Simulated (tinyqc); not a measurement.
# Solid solubility of a dopant against its melt (retrograde solidus), clustering and the electrically active fraction, step by step

A worked calculation. Computed by tinyqc, a small Python program that keeps every step. Command: `OMP_NUM_THREADS=1 python tinyqc.py 3022685 3022686 out.jsonl retro walk`. One thread of a shared host (Intel(R) Xeon(R) Processor @ 2.30GHz), about 0.01 s of CPU time with the checks. Intermediate numbers are printed to about 6 digits and carried at full precision; extremes and crossings named in words are read from the listed rows.

Inputs (values chosen for the exercise, for a model dopant):
```
quantity,value,unit
melting point of the host T_m,1687,K
heat of melting of the host H_f,50.2,kJ/mol
interaction L of the melt,-4.5,kJ/mol
enthalpy of transfer from melt to solid H,0.496,eV
entropy of transfer S,-3.81,k_B
site density N0,5e+22,1/cm^3
temperature T,1360,K
total dopant density N_t,7.9e+20,1/cm^3
atoms per cluster m,4,-
cluster scale N* at 1273 K,1.9e+20,1/cm^3
activation energy E_b of the cluster scale,0.45,eV
anneal temperature T_a,1175,K
prefactor of n_i,3.99e+16,1/(cm^3 K^1.5)
energy E_i in n_i,0.6,eV
mobility mu,40,cm^2/(V s)
```

Clustering: clusters that take up free electrons.

Constants: R = 8.314462618 J/(mol K); k_B = 8.617333262e-05 eV/K; e = 1.602176634e-19 C; N_A = 6.02214076e+23 1/mol.

## Liquidus and solidus at T

x_l and x_s are atom fractions of the dopant in melt and solid; the solid is dilute. Liquidus of the host: R T ln(1 - x_l) + L x_l^2 = -H_f (1 - T/T_m). Distribution: k = x_s/x_l = exp[L (1 - x_l)^2/(R T)] exp(S/k_B - H/(k_B T)), the first factor being the activity coefficient in the melt. Solubility = x_s N0; at T_m x_l = 0.

x_l = 0.527528

distribution coefficient k = 2.94252e-04

x_s = 1.55227e-04

solubility = 7.76133e+18 1/cm^3

k at the melting point = 5.29964e-04

k has changed by a factor 0.56 from its value at T_m, while x_l has grown from 0 to 0.528.

## The retrograde maximum

The largest x_s N0 between 900 K and T_m. For an ideal melt with constant heats the maximum has x_l = H_f/(H + H_f), H in the same units.

temperature of the maximum = 1381.24 K

largest solubility = 7.78863e+18 1/cm^3

x_l there = 0.500476

ideal-melt value H_f/(H + H_f) = 0.511949

The maximum lies 306 K below T_m: above it the melt runs out of dopant, below it k falls as exp(-H/(k_B T)).

## The solidus

The formulas are those given above.

Against temperature:
```
T (K),x_l,k,solubility (1/cm^3),over the maximum
1000,0.871022,6.94541e-05,3.02480e+18,0.388362
1100,0.797484,1.15902e-04,4.62152e+18,0.593367
1200,0.706859,1.75953e-04,6.21871e+18,0.798435
1300,0.599751,2.47459e-04,7.42070e+18,0.952761
1400,0.475924,3.26365e-04,7.76625e+18,0.997127
1500,0.333689,4.06706e-04,6.78566e+18,0.871227
1580,0.203971,4.66619e-04,4.75884e+18,0.610999
1640,0.094802,5.05446e-04,2.39586e+18,0.307610
1675,0.025116,5.24316e-04,6.58425e+17,0.084537
```

Between the first rows the Arrhenius energy of the solubility is 0.40 eV, against H = 0.496 eV; it shrinks to zero at 1381 K and turns negative beyond. A crystal saturated at the maximum precipitates dopant-rich liquid on cooling and on heating alike. Below a eutectic or compound temperature another phase would set the limit.

## Active fraction after the anneal

A highly soluble donor (another dopant than that of the solidus) is limited by clustering. Donors N_a are active, and clusters hold m atoms each: N_t = N_a + m C, m C = N* (N_a/N*)^m (n/N*)^m, each atom taking one electron, n = N_a/2 + sqrt(N_a^2/4 + n_i^2), n_i = prefactor x T^1.5 exp(-E_i/(k_B T)), with N*(T) = N*(1273 K) exp[-(E_b/k_B)(1/T - 1/1273)]. Resistivity = 1/(e mu N_a).

N*(T_a) = 1.34948e+20 1/cm^3

active density N_a = 1.63443e+20 1/cm^3

active fraction = 0.206889

resistivity = 0.954694 milliohm cm

Doubling the dose would raise N_a by only 11 %. Caution: this clustering law is a generic form; degeneracy and a doping-dependent mobility are left out.

## Active against total

A highly soluble donor (another dopant than that of the solidus) is limited by clustering. Donors N_a are active, and clusters hold m atoms each: N_t = N_a + m C, m C = N* (N_a/N*)^m (n/N*)^m, each atom taking one electron, n = N_a/2 + sqrt(N_a^2/4 + n_i^2), n_i = prefactor x T^1.5 exp(-E_i/(k_B T)), with N*(T) = N*(1273 K) exp[-(E_b/k_B)(1/T - 1/1273)].

Active density (1/cm^3):
```
N_t (1/cm^3),N_a at T_a,fraction,N_a at T_a + 150 K,N_a at T_a - 150 K
1.00e+19,1.00000e+19,1.000000,1.00000e+19,9.99999e+18
3.00e+19,2.99991e+19,0.999971,3.00000e+19,2.99244e+19
1.00e+20,9.30473e+19,0.930473,9.96336e+19,6.46030e+19
2.00e+20,1.25265e+20,0.626327,1.71936e+20,7.55989e+19
5.00e+20,1.51859e+20,0.303718,2.28501e+20,8.78153e+19
1.00e+21,1.69311e+20,0.169311,2.59108e+20,9.68643e+19
2.00e+21,1.86677e+20,0.093338,2.87752e+20,1.06260e+20
5.00e+21,2.10784e+20,0.042157,3.26279e+20,1.19610e+20
```

The exponent d ln N_a/d ln N_t falls from 1.00 to 0.13, towards 1/(2m) = 0.125. At the highest dose a 150 K hotter anneal gives 1.55 times the active density, and a later step 150 K cooler would cut it to 0.57 if it ran to equilibrium: short hot anneals come last.

Checks made by the program: the ideal-melt maximum (relative difference 2e-08).
